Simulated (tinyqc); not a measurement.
# Doping from resistivity

Question. A uniform, uncompensated and fully ionised sample has rho = 1/(q N mu), mu = m1 + (m2 (T/300 K)^(-bt) - m1)/(1 + (N/Nr)^am). Find N, mu and the diffusion coefficient mu Vt.

Inputs (values chosen for the exercise): temperature T = 400 K; mobility limit at high doping m1 = 54.9 cm^2/(V s); mobility limit at low doping, at 300 K m2 = 996 cm^2/(V s); reference doping of the mobility law Nr = 1.94e17 cm^-3; exponent of the mobility law am = 0.672; temperature exponent of m2 bt = 2.

Constants: q = 1.602176634e-19 C, kB = 1.380649e-23 J/K, Vt = kB T/q. Results are converted to the units shown.

resistivity = 0.016041218 ohm cm

Answer. With am below 1 the product N mu rises steadily with N, so one doping matches; it is found by iterating N = 1/(q rho mu(N)).

N = 3.20e18 cm^-3
mu = 122 cm^2/(V s)
diffusion coefficient = 4.19 cm^2/s

tinyqc, about 0.01 s, one thread, Intel Xeon 2.30GHz (shared host): `OMP_NUM_THREADS=1 python tinyqc.py 2110096 2110097 out.jsonl`
